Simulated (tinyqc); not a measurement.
A particle near a wafer in liquid: double-layer and van der Waals forces (DLVO), deposition barrier and removal: one step, computed by the program tinyqc.

Sphere and flat wall, Derjaguin approximation, constant potentials in the linear-superposition form, no retardation and no hydration force.

Problem. The curve. U(h) = Z R exp(-kappa h) - A R/(6 h); F(h) = -dU/dh = kappa Z R exp(-kappa h) - A R/(6 h^2), positive for repulsion.

Inputs (values chosen for the exercise, of the order of those for silicon nitride on silicon in water): particle radius R = 17 nm; Hamaker constant A = 3.4e-20 J; temperature T = 293 K.

kappa = 0.6049275 1/nm

Z = 1.237302 pN

Constants: k_B = 1.380649e-23 J/K.

Give: the table «Against the gap» with the columns kappa h, U (k_B T), F (pN), for h (nm) = 0.4, 0.6, 1.0, 1.5, 2.5, 4.0, 7.0, 12.0, 20.0, 40.0.

Solution.

Against the gap:
```
h (nm)  kappa h  U (k_B T)      F (pN)
0.4        0.24     -55.45  -5.921e+02
0.6        0.36     -36.07  -2.587e+02
1.0        0.60     -20.97  -8.938e+01
1.5        0.91     -13.78  -3.768e+01
2.5        1.51      -8.38  -1.261e+01
4.0        2.42      -5.49  -4.889e+00
7.0        4.23      -3.33  -1.782e+00
12.0       7.26      -1.98  -6.600e-01
20.0      12.10      -1.19  -2.408e-01
40.0      24.20      -0.60  -6.021e-02
```

Caution: in rows where h is not small against R, A R/(6 h) overstates the van der Waals term. Caution: in rows with kappa h below 1 linear superposition is only rough.
